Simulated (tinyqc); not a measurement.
From photovoltage V back to photon flux entering: surface photovoltage measurement of the minority-carrier diffusion length in a wafer. Computed by tinyqc, a small Python program. Command: `OMP_NUM_THREADS=1 python tinyqc.py 3130440 3130441 out.jsonl spv inv`. One thread of a shared host (Intel(R) Xeon(R) Processor @ 2.30GHz), about 0.02 s of CPU time with the checks.

Low injection, steady light, a depletion layer much thinner than 1/alpha and L. The excess density dn is taken at the front edge of the neutral region; light that reaches the back is lost.

Inputs (values chosen for the exercise, modelled on p-type silicon at room temperature): diffusion length L = 260 micrometre; wafer thickness W = 300 micrometre; diffusivity D = 30.1 cm^2/s; front recombination velocity S_f = 1800 cm/s; back recombination velocity S_b = 2000 cm/s; minority density at the surface barrier scale n_0 = 4.1e+09 1/cm^3; temperature T = 298 K; wavelength = 876 nm.

Constants: k_B = 8.617333262e-05 eV/K.

Method:
- alpha = (84.732/lambda - 76.417)^2 per cm with lambda in micrometre (an empirical fit for silicon between 0.7 and 1.05 micrometre).
- Thick wafer: dn = Phi L/((S_f + D/L)(L + 1/alpha)). Finite wafer, with s = S_b L/D, w = W/L, a = alpha L: dn = [Phi a/(a^2 - 1)] [a - B - exp(-alpha W)(a - s)/(cosh w + s sinh w)]/(S_f + B D/L), B = (sinh w + s cosh w)/(cosh w + s sinh w).
- Photovoltage V = (k_B T/e) ln(1 + dn/n_0). Lifetime = L^2/D.

Task: A run gave the result below. Find the photon flux entering, known to lie between 1.9e+11 and 3.7e+11 1/(cm^2 s).

photovoltage V = 0.38763 mV

Result:

Each step takes the trial c = (a f_b - b f_a)/(f_b - f_a), f being the result less the target and a, b, c the logarithms of the listed values; c replaces end b, the old b replaces a if the sign of f changed, and otherwise f_a is halved.

Scan of the range:
```
photon flux entering (1/(cm^2 s))  photovoltage V (mV)
1.90e+11                                      0.355845
2.12e+11                                      0.396731
2.37e+11                                      0.443114
2.65e+11                                      0.494963
2.96e+11                                      0.552246
3.31e+11                                      0.616767
3.70e+11                                      0.688472
```

False position (Illinois rule, in the logarithm of the input) inside the bracket:
```
step        end a        end b        trial  photovoltage V (mV)
1     1.90000e+11  2.12000e+11  2.06892e+11             0.387244
2     2.12000e+11  2.06892e+11  2.07098e+11             0.387626
3     2.12000e+11  2.07098e+11  2.07102e+11             0.387634
4     2.07098e+11  2.07102e+11  2.07100e+11             0.387630
```

Photovoltage V rises at every point of a 13-point scan of the range (every second point is shown), so one value fits; it is bracketed by 1.90e11 and 2.12e11. Answer: photon flux entering = 2.071e11 1/(cm^2 s).
